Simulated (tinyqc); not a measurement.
The 3-omega method: a line heater on a substrate with a thin film: one step, computed by the program tinyqc.

A current at angular frequency omega = 2 pi f heats the line at 2 omega with the amplitude P per length; the temperature swing Delta T at 2 omega gives a voltage at 3 omega. The substrate is taken as semi-infinite and isotropic, and the heat capacity of heater and film is left out.

Problem. The film adds a constant step. One-dimensional flow across the film: Delta T_f = P (t/kappa_f + R_i)/(2 b); total in-phase swing Delta T = Delta T_s + Delta T_f; third-harmonic amplitude V_3 = V_1 beta |Delta T|/2 with the out-of-phase part included; the apparent film conductivity is t/(t/kappa_f + R_i).

Inputs (values chosen for the exercise, modelled on a phase-change telluride on silicon):
```
quantity,value,unit
heater half-width b,3.1,micrometre
power amplitude per length P,9.9,W/m
film thickness t,460,nm
film conductivity kappa_f,0.44,W/(m K)
interface resistance R_i,6,m^2 K/GW
temperature coefficient of resistance beta,3,1e-3/K
voltage amplitude V_1,1.6,V
```

in-phase Delta T_s = 0.09354244 K

out-of-phase Delta T_s = -0.01765382 K

Give: Delta T_f; total in-phase swing; V_3; apparent film conductivity; film share of the in-phase swing.

Solution.

Delta T_f = 1.679 K

total in-phase swing = 1.772 K

V_3 = 4.254 mV

apparent film conductivity = 0.4375 W/(m K)

film share of the in-phase swing = 0.9472

The interface lowers the apparent conductivity by 1 %. The film gives a large part of the signal.
